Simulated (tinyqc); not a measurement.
Sp3 tight binding, zinc-blende lattice, step by step. One step of it, computed by the program tinyqc.

Task: Bloch Hamiltonian at X. Slater-Koster rules over the four bonds with direction cosines (l, m, n): ss V_ss; s-px l V_sp; px-s -l V_sp; px-px l^2 V_pps + (1 - l^2) V_ppp; px-py l m (V_pps - V_ppp); each times exp(i k.d).

Parameters chosen for this model: zinc-blende lattice, anion at 0, cation at a/4 (1,1,1); V = eta hbar^2 / (m d^2), hbar^2/m = 7.619964 eV angstrom^2:
```
parameter          value      unit
a               5.510000  angstrom
d               2.385900  angstrom
Es anion      -11.070000        eV
Ep anion       -6.980000        eV
Es cation     -11.070000        eV
Ep cation      -6.980000        eV
eta ss         -1.400000
eta sp          1.840000
eta pp sigma    3.240000
eta pp pi      -0.810000
V ss           -1.874030        eV
V sp            2.463011        eV
V pp sigma      4.337040        eV
V pp pi        -1.084260        eV
```

k point X (2 pi / a): [1, 0, 0]

Give: H(k) at X.

Result:

H(k) at X (eV), order a s, a px, a py, a pz, c s, c px, c py, c pz:
$$\begin{pmatrix}
-11.0700 & 0.0000 & 0.0000 & 0.0000 & 0.0000 & 0.0000+5.6881i & 0.0000 & 0.0000 \\
0.0000 & -6.9800 & 0.0000 & 0.0000 & 0.0000-5.6881i & 0.0000 & 0.0000 & 0.0000 \\
0.0000 & 0.0000 & -6.9800 & 0.0000 & 0.0000 & 0.0000 & 0.0000 & 0.0000+7.2284i \\
0.0000 & 0.0000 & 0.0000 & -6.9800 & 0.0000 & 0.0000 & 0.0000+7.2284i & 0.0000 \\
0.0000 & 0.0000+5.6881i & 0.0000 & 0.0000 & -11.0700 & 0.0000 & 0.0000 & 0.0000 \\
0.0000-5.6881i & 0.0000 & 0.0000 & 0.0000 & 0.0000 & -6.9800 & 0.0000 & 0.0000 \\
0.0000 & 0.0000 & 0.0000 & 0.0000-7.2284i & 0.0000 & 0.0000 & -6.9800 & 0.0000 \\
0.0000 & 0.0000 & 0.0000-7.2284i & 0.0000 & 0.0000 & 0.0000 & 0.0000 & -6.9800
\end{pmatrix}$$
